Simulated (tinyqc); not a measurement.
Periodic multilayer mirror for extreme ultraviolet light: one step. The first periods. Two cases, with inputs chosen for the exercise.

Question. List R just above the absorber of period i (counted from the substrate) and the reflectance of a mirror that ends with that period, for i = 1 to 6.

s polarisation, vacuum above. q_j = sqrt(N_j^2 - sin^2 theta); interface r_jk = (q_j - q_k)/(q_j + q_k) exp(-2 (2 pi/lam)^2 q_j q_k sg^2) (Nevot-Croce; sg = 0 if not given); phase factor of a layer x_j = exp(4 pi i q_j d_j/lam). Each period has the spacer (thickness (1 - Gm) L) on top of the absorber (Gm L). In this recursion R is the amplitude; R in tables and results is the reflectance, its squared modulus. The substrate is of the spacer material. Starting with R = 0 in it, each interface upward gives R -> (r + R x)/(1 + r R x), x that of the layer below the interface (1 for the substrate).

Case 1.

r: vacuum/spacer 0.0004480-0.0008266i, spacer/absorber 0.0367097-0.0024333i, absorber/spacer -0.0367097+0.0024333i

x: spacer -0.5886702-0.7990992i, absorber -0.5856046+0.7911809i

Case 2.

r: vacuum/spacer 0.0005125-0.0009062i, spacer/absorber 0.0375448-0.0025157i, absorber/spacer -0.0375448+0.0025157i

x: spacer -0.3874309-0.9128481i, absorber -0.3739665+0.9121770i

Give: Recursion.

Answer.

Case 1.

Recursion:
```
i  R in the spacer  reflectance
1   0.0563-0.0328i       0.0042
2   0.1110-0.0643i       0.0162
3   0.1638-0.0943i       0.0352
4   0.2143-0.1224i       0.0600
5   0.2624-0.1487i       0.0896
6   0.3077-0.1730i       0.1228
```

From 3 to 6 periods the reflectance grows by 3.49; amplitudes adding in phase without loss would give 4.

Case 2.

Recursion:
```
i  R in the spacer  reflectance
1   0.0493-0.0376i       0.0038
2   0.0969-0.0746i       0.0147
3   0.1424-0.1105i       0.0320
4   0.1857-0.1451i       0.0547
5   0.2267-0.1783i       0.0818
6   0.2652-0.2098i       0.1125
```

From 3 to 6 periods the reflectance grows by 3.52; amplitudes adding in phase without loss would give 4.

Computed by tinyqc, one run a case: `OMP_NUM_THREADS=1 python tinyqc.py N N+1 out.jsonl` with N = 1682009, 1682074; one thread of a shared Intel(R) Xeon(R) Processor @ 2.30GHz, about 0.01 s a run at most.
